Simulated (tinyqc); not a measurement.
Geometry relaxation of a small cluster: one step, computed by the program tinyqc.

E = sum_(i<j) phi(r_ij), phi(r) = eps [exp(-2 alpha (r - r0)) - 2 exp(-alpha (r - r0))]; the force on i is -sum_j phi'(r_ij) (R_i - R_j)/r_ij.

Question. The first two steps. FIRE with unit mass: if F.v > 0, v = (1 - a) v + a |v| F/|F|, and after more than 5 such steps in a row dt = min(1.1 dt, 5 dt0), a = 0.99 a; else v = 0, a = 0.1, and dt = dt/2 (not at the first step). Then v = v + dt F, R(new) = R + dt v. dt0 = sqrt(eta), a = 0.1 at first. No atom moves more than 0.3 angstrom a step (the whole step is scaled). Stop when the largest force component is below 1e-5 eV/angstrom.

Inputs (values chosen for the exercise, for model atoms):
```
quantity         value           unit
length r0         2.69       angstrom
well depth eps    0.37             eV
stiffness alpha   2.06     1/angstrom
step factor eta   0.13  angstrom^2/eV
```

Potential: Morse. Method: FIRE.

starting positions (angstrom):
```
            x      y     z
atom 1  -0.12  -0.11  0.01
atom 2    2.6   0.08  0.07
atom 3   1.45   2.26     0
atom 4   1.24   0.64  2.08
```

Give: positions after step 1; energy after step 1; positions after step 2; energy after step 2.

Answer.

positions after step 1 (angstrom):
```
             x       y       z
atom 1  -0.115  -0.093  -0.036
atom 2   2.755  -0.118  -0.048
atom 3   1.344   2.404  -0.022
atom 4   1.186   0.678   2.265
```

energy after step 1 = -2.011 eV

positions after step 2 (angstrom):
```
             x       y       z
atom 1  -0.096  -0.082  -0.031
atom 2   2.733  -0.105  -0.038
atom 3   1.343   2.378  -0.014
atom 4   1.190   0.679   2.243
```

energy after step 2 = -2.082 eV
